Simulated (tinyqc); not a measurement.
Worked calculation: CIS on RHF in the sto-3g basis, for H4, spin multiplicity 1. One step of it, computed by the program tinyqc.

Question. CIS matrix, singlets. A(ia,jb) = (e_a - e_i) d_ij d_ab + 2 (ia|jb) - (ij|ab).

orbital energies (hartree): MO1 -0.710884, MO2 -0.413209, MO3 0.400294, MO4 1.174132

Two-electron integrals over orbitals (pq|rs), unique and non-zero (hartree):
```
(11|11) 0.535199    (21|21) 0.158052    (22|11) 0.470897    (22|22) 0.488388
(31|11) -0.087041   (31|22) 0.005399    (31|31) 0.107258    (32|21) 0.102004
(32|32) 0.136228    (33|11) 0.484924    (33|22) 0.481440    (33|31) -0.017416
(33|33) 0.505523    (41|21) 0.045500    (41|32) -0.045039   (41|41) 0.093844
(42|11) 0.090678    (42|22) 0.012184    (42|31) -0.095178   (42|33) 0.012968
(42|42) 0.102401    (43|21) -0.148415   (43|32) -0.101495   (43|41) -0.043098
(43|43) 0.160908    (44|11) 0.567165    (44|22) 0.505309    (44|31) -0.093433
(44|33) 0.527074    (44|42) 0.103280    (44|44) 0.640875
```

Give: CIS matrix A, singlet.

Answer.

CIS matrix A, singlet (hartree), lower triangle:
```
        1>3    1>4    2>3    2>4
1>3   0.841
1>4   0.000  1.506
2>3   0.000  0.058  0.605
2>4  -0.042  0.000  0.000  1.287
```
